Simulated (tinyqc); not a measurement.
Inductance and parasitic capacitance from two readings.

Inverse problem. A loss-free coil L in parallel with C shows the apparent inductance L/(1 - w^2 L C), w = 2 pi f. Find L, C and the self-resonance 1/(2 pi sqrt(L C)).

apparent inductance at 3.3 and 5.8 GHz (nH): 4.6324885  8.5417551

Answer. The inverse of the reading is 1/L - w^2 C, a straight line in w^2.

L = 3.800 nH
C = 110.0 fF
self-resonance = 7.785 GHz

Computed by the program tinyqc: `OMP_NUM_THREADS=1 python tinyqc.py 2302163 2302164 out.jsonl`, one thread of a shared Intel Xeon 2.30GHz, about 0.01 s for the whole run.
